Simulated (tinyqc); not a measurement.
Scattering of inversion-layer electrons by surface optical phonons of the gate insulator (remote phonon scattering). Changing the static constant of the insulator eps_0s. Computed by tinyqc, a small Python program. Command: `OMP_NUM_THREADS=1 python tinyqc.py 3113864 3113865 out.jsonl sophonon sweep`. One thread of a shared host (Intel(R) Xeon(R) Processor @ 2.30GHz), about 0.03 s of CPU time with the checks.

One subband with the Fang-Howard envelope; insulator and channel are half-spaces, the gate is far away, and an interlayer only moves the polar surface away by t (its own modes and its permittivity contrast are left out).

Inputs (values chosen for the exercise, modelled on HfO2 on silicon):

| quantity | value | unit |
|---|---|---|
| intermediate constant eps_i | 6.65 | - |
| optical constant eps_inf | 5.06 | - |
| hbar omega_TO1 | 12.7 | meV |
| hbar omega_TO2 | 49.4 | meV |
| constant of the channel eps_s | 11.7 | - |
| in-plane mass m | 0.188 | m_0 |
| valleys g_v | 2 | - |
| sheet density n | 1.2e+12 | 1/cm^2 |
| mean distance of the electrons z0 = 3/b | 2.6 | nm |
| interlayer thickness t | 1.1 | nm |
| temperature T | 400 | K |
| mobility from other processes | 250 | cm^2/(V s) |

Screening by the channel electrons: static.

Constants: k_B = 8.617333262e-05 eV/K; hbar^2/(2 m_0) = 3.80998212 eV angstrom^2; e^2/(4 pi eps_0) = 14.39964548 eV angstrom; hbar = 6.582119569e-16 eV s; e = 1.602176634e-19 C; m_0 = 9.1093837015e-31 kg.

Method:
- eps(w) = eps_inf + (eps_0s - eps_i) w1^2/(w1^2 - w^2) + (eps_i - eps_inf) w2^2/(w2^2 - w^2). Surface modes solve eps(w) + eps_s = 0, a quadratic in w^2; the strength of a mode is g = 2/(w d eps/dw).
- Occupation N = 1/(exp(hbar w/(k_B T)) - 1).
- Density of states D = g_v m/(pi hbar^2); eta = E_F/(k_B T) = ln(exp(n/(D k_B T)) - 1); screening wave number q_s = e^2 D/(2 eps_0 eps_avg) x 1/(1 + exp(-eta)), eps_avg = (eps_s + eps_inf)/2; b = 3/z0.
- For a mode of strength g, without the occupation factor, Area x |M(q)|^2 = e^2 hbar w g/(2 eps_0 q) x (b/(b + q))^6 exp(-2 q t) / (1 + (q_s/q) H(q))^2, H = (1 + 9 x/8 + 3 x^2/8)/(1 + x)^3, x = q/b.
- Approximate momentum relaxation rate, taking tau v alike in the initial and final states: 1/tau = (m/(2 pi hbar^3)) sum over modes and over absorption (N, E' = E + hbar w) and emission (N + 1, E' = E - hbar w > 0) of [(1 - f(E'))/(1 - f(E))] int_0^(2 pi) Area |M(q)|^2 (1 - cos theta) d theta, q^2 = k^2 + k'^2 - 2 k k' cos theta, f the Fermi function; 48 midpoints in theta from 0 to pi.
- mu = (e/m) int tau E f (1 - f) dE/(k_B T int f dE), by 300 midpoints from 0 to (max(eta, 0) + 14) k_B T; Matthiessen sum with the other processes.

One run for each value:

| static constant of the insulator eps_0s | remote-phonon mobility (cm^2/(V s)) | loss of mobility (%) |
|---|---|---|
| 7.0 | 1.2959e+05 | 0.1925 |
| 9.5 | 5.4273e+04 | 0.4585 |
| 18.0 | 2.6445e+04 | 0.9365 |
| 24.0 | 2.1786e+04 | 1.1345 |
| 32.0 | 1.8772e+04 | 1.3143 |
| 44.0 | 1.6700e+04 | 1.4749 |
| 60.0 | 1.5264e+04 | 1.6114 |

Give the missing row, static constant of the insulator eps_0s = 13.0.

Computed row:
```
static constant of the insulator eps_0s  remote-phonon mobility (cm^2/(V s))  loss of mobility (%)
13.0                                                              3.5615e+04                0.6971
```

Interpolating between the two neighbouring rows (the first column on a logarithmic scale, the others too where they are positive) misses most in remote-phonon mobility (cm^2/(V s)), by 7.1 %. Over the rows, remote-phonon mobility (cm^2/(V s)) falls from 130000 to 15300 (exponent d ln y / d ln x -2.9 between the first rows and -0.29 between the last); loss of mobility (%) rises from 0.193 to 1.61 (exponent d ln y / d ln x 2.8 between the first rows and 0.29 between the last). The strengths add up to 1/(eps_s + eps_inf) - 1/(eps_s + eps_0s), which levels off as eps_0s grows, while the lower surface mode moves up.

Caution (all rows): a relaxation time is only an approximation for inelastic scattering, and static or no screening brackets the true dynamic screening only roughly.
